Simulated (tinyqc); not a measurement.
Surface potential of a MOS transistor: implicit equation and explicit approximations: one step of the calculation.

p-type body, charge-sheet picture, depletion and inversion only, full ionisation (an idealisation for deep acceptors), Boltzmann statistics (rough once Na exp(x - xn) passes about Nc/7). In units of Vt: xg = (Vg - Vfb)/Vt, x = psi/Vt, G = gamma/sqrt(Vt), xn = (2 phiF + Vc)/Vt. The implicit equation is (xg - x)^2 = G^2 [x - 1 + exp(x - xn)] for x above about 3. Cox = eps0 eox/tox.

Problem. Potential, charges and gate control. psi = Vt x; N_dep = Cox Vt G sqrt(x - 1)/q; N_inv = (Cox Vt G/q) [sqrt(x - 1 + exp(x - xn)) - sqrt(x - 1)]; dpsi/dVg = 1/[1 + G^2 (1 + exp(x - xn))/(2 (xg - x))].

Inputs (values chosen for the exercise); band and dielectric values close to those of 4H silicon carbide:

| symbol | value | unit | meaning |
|---|---|---|---|
| T | 250 | K | temperature |
| eox | 3.9 |  | relative permittivity of the gate insulator (close to silicon dioxide) |
| tox | 12 | nm | insulator thickness |
| Vc | 0.2 | V | channel-body voltage |

Constants: q = 1.602176634e-19 C, kB = 1.380649e-23 J/K, Vt = kB T/q, eps0 = 8.8541878128e-14 F/cm where lengths are in cm. Results are converted to the units shown.

converged x = 158.80750
G = 12.966240
xn = 154.83130
xg = 347.20718

Give: psi; N_dep; N_inv; dpsi/dVg.

Solution.

psi = 3.421 V
N_dep = 6.302e12 cm^-2
N_inv = 9.873e11 cm^-2
dpsi/dVg = 0.03963

psi lies 4.0 Vt above 2 phiF + Vc.

Numbers from tinyqc (`OMP_NUM_THREADS=1 python tinyqc.py 2122020 2122021 out.jsonl`; about 0.01 s on one thread of a shared Intel Xeon 2.30GHz).
